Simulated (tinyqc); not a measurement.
Scale length and length offset from two DIBL values.

Inverse problem. DIBL = exp(-Le/(2 l)) + 2 exp(-Le/l) with Le = L - dL. Find l, dL and the drawn length for a DIBL of 100 mV/V.

DIBL at drawn lengths 140 and 210 nm (mV/V): [64.092724, 13.729747]

Answer. With e = exp(-Le/(2 l)), 2 e^2 + e = DIBL gives e and so Le/l at each length; Le/l is a straight line in L with slope 1/l.

l = 24.0 nm
dL = 2.90 nm
length for 100 mV/V = 121 nm

Numbers from tinyqc (`OMP_NUM_THREADS=1 python tinyqc.py 2002063 2002064 out.jsonl`; about 0.01 s on one thread of a shared Intel Xeon 2.30GHz).
